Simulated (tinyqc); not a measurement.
The size of the error: propagation of a band-gap error through k.p and effective-mass formulas.

Chain, for a gap E (the reference Eg or another value), with Ep and Dso kept: 1/me = 1 + Ep (E + 2 Dso/3)/(E (E + Dso)); g* = 2 - 2 Ep Dso/(3 E (E + Dso)); g1(E) = g1 + (Ep/3)(1/E - 1/Eg), g2(E) = g2 + (Ep/6)(1/E - 1/Eg), light hole 1/(g1 + 2 g2), heavy hole 1/(g1 - 2 g2) along [100]; optical constant ei(E) = 1 + (ei - 1)(EP/(EP + E - Eg))^2, static e0(E) = ei(E) + e0 - ei.

Donor: R = Ry me/e0^2, a_B = a0 e0/me, Mott density (0.26/a_B)^3. Nc, Nv = 2 (m kT/(4 pi c))^(3/2), c = hbar^2/2m0, ni = sqrt(Nc Nv) exp(-E/2kT). Exciton: Ry mu/e0^2 with 1/mu = 1/me + g1(E). 1 angstrom^-3 = 1e24 cm^-3.

Constants: Ry = 13.60569312 eV; a0 (Bohr radius) = 0.5291772105 angstrom; kB = 8.617333262e-05 eV/K; hbar^2/2m0 = 3.80998211 eV angstrom^2.

Parameters, chosen for this exercise (reference values near those of ZnSe, gap at low temperature; shifted at random, so the results belong to these values and not to a real crystal): Eg = 2.775 eV (gap at Gamma to the s-like level); Dso = 0.4 eV (spin-orbit splitting); Ep = 24.1 eV (Kane energy); g1 = 3.78 (Luttinger gamma1); g2 = 1.24 (gamma2); e0 = 8.77 (static dielectric constant); ei = 5.91 (optical dielectric constant); EP = 7.12 eV (mean (Penn) gap); mh = 0.62 m0 (density-of-states mass of the holes); T = 300 K (temperature).

E = f Eg; ratios against f = 1.

Results:

| f | E (eV) | me ratio | light-hole ratio | e0 ratio | donor ratio | Mott ratio | g* | log10 ni ratio |
|---|---|---|---|---|---|---|---|---|
| 0.25 | 0.694 | 0.296 | 0.265 | 1.558 | 0.122 | 0.00685 | -6.470 | 17.09 |
| 0.40 | 1.110 | 0.448 | 0.419 | 1.394 | 0.231 | 0.0332 | -1.834 | 13.72 |
| 0.60 | 1.665 | 0.641 | 0.619 | 1.226 | 0.427 | 0.143 | 0.131 | 9.18 |
| 0.80 | 2.220 | 0.825 | 0.812 | 1.099 | 0.683 | 0.423 | 0.895 | 4.60 |
| 1.00 | 2.775 | 1.000 | 1.000 | 1.000 | 1.000 | 1.00 | 1.271 | 0.00 |
| 1.20 | 3.330 | 1.168 | 1.182 | 0.922 | 1.374 | 2.03 | 1.483 | -4.61 |
| 1.50 | 4.162 | 1.408 | 1.446 | 0.832 | 2.032 | 4.84 | 1.662 | -11.54 |
| 2.00 | 5.550 | 1.777 | 1.860 | 0.730 | 3.334 | 14.4 | 1.805 | -23.12 |

Between f = 0.8 and 1.2 the mean powers d ln(ratio)/d ln f are 0.86 for me, 0.93 for the light hole, -0.43 for e0, 1.72 for the donor energy and 3.87 for the Mott density; ni moves by -0.83 decades per 0.1 eV, against -0.1 eV/(2 kT ln 10) = -0.84 from the exponential alone, the rest coming from Nc through me^(3/4). g* changes sign between f = 0.40 and 0.60; the place of this zero hangs on remote bands, which are left out.

Program tinyqc; command `OMP_NUM_THREADS=1 python tinyqc.py 1881053 1881054 out.jsonl`; about 0.01 s on one thread of a shared Intel(R) Xeon(R) Processor @ 2.30GHz.
